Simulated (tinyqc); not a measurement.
How the errors depend on the field: Haynes-Shockley experiment: drift, diffusion and decay of a minority-carrier pulse. Computed by tinyqc, a small Python program. Command: `OMP_NUM_THREADS=1 python tinyqc.py 3114379 3114380 out.jsonl haynes walk`. One thread of a shared host (Intel(R) Xeon(R) Processor @ 2.30GHz), about 0.01 s of CPU time with the checks.

A thin sheet of excess carriers is made at x = 0, t = 0 in a long uniform bar; injection is low, so the pulse moves with the minority mobility.

Inputs (values chosen for the exercise, modelled on holes in n-type silicon in a lightly doped bar):
```
quantity                       value         unit
minority mobility mu             473   cm^2/(V s)
lifetime tau                      34  microsecond
temperature T                    330            K
field F                           39         V/cm
distance d to the collector      1.2           cm
injected sheet density N0    3.1e+09       1/cm^2
```

Constants: k_B = 8.617333262e-05 eV/K.

Method:
- D = mu k_B T/e, v = mu F.
- Transit time d/v, diffusion length sqrt(D tau), drift length v tau, Peclet number v d/D = e F d/(k_B T).
- dn(x, t) = N0/sqrt(4 pi D t) exp(-(x - v t)^2/(4 D t) - t/tau).
- At fixed x the signal peaks where d ln(dn)/dt = 0: a t^2 + t/2 - x^2/(4 D) = 0 with a = v^2/(4 D) + 1/tau.
- The full width at half maximum is found by solving dn(x, t) = peak/2 on both sides of the peak.
- With w that width: mu = d/(F t_p); D = (w d)^2/(16 ln2 t_p^3). The field is scaled by the factors listed.

D = 13.4508 cm^2/s

Errors of the simple reading:
```
factor  F (V/cm)  v d/D  v^2 tau/(4 D)  error of mu (%)  error of D (%)
0.5         19.5    823             54           1.0474         0.20411
0.7         27.3   1152            105           0.5602         0.14640
1.0         39.0   1646            215           0.2930         0.10270
1.5         58.5   2469            484           0.1438         0.06854
2.5         97.5   4114           1344           0.0615         0.04115
4.0        156.0   6583           3441           0.0297         0.02572
7.0        273.0  11520          10537           0.0134         0.01470
```

What does the comparison show, and why?

The error of mu falls from 1.05 to 0.0134 %. For large v d/D it is about D/(v d) + 2 D/(v^2 tau), here 0.0134 % in the last row: one part from spreading, one from recombination.

Extremes, crossings and ranges named in words are read from the listed rows.
